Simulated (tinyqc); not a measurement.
Inside a calculation. Method: G0W0 on RHF in the sto-6g basis, for H2, spin multiplicity 1. One step of it, computed by the program tinyqc.

Question. G0W0 on Hartree-Fock: LUMO. W(p,q,m) = sqrt2 sum_ia (pq|ia) (X+Y)_ia,m; Sigma_c(x) = sum_(i,m) W^2/(x - e_i + w_m) + sum_(a,m) W^2/(x - e_a - w_m); solve x = e_p + Sigma_c(x) by Newton steps; Z = 1/(1 - dSigma/dx); 1 hartree = 27.211386 eV.

orbital energies (hartree): MO1 -0.472287, MO2 0.419360

Two-electron integrals over orbitals (pq|rs), unique and non-zero (hartree):
```
(11|11) 0.617566   (21|21) 0.200379   (22|11) 0.614582   (22|22) 0.645348
```

excitation energies w (hartree): [1.228701]

X + Y, order 1>2:
$$\begin{pmatrix}
0.851870
\end{pmatrix}$$

Give: The 12 largest terms at x = e_p; Newton steps; quasiparticle energy of the LUMO; Hartree-Fock value.

Answer.

The 12 largest terms at x = e_p (hartree; W for the signs of X + Y given):
```
q  m      W   term
1  1  0.241  0.027
```

Newton steps (hartree):
```
step      x  Sigma_c(x)      Z
0     0.419       0.027  0.987
1     0.446       0.027  0.988
2     0.446       0.027  0.988
```

quasiparticle energy of the LUMO = 12.150 eV

Hartree-Fock value = 11.411 eV
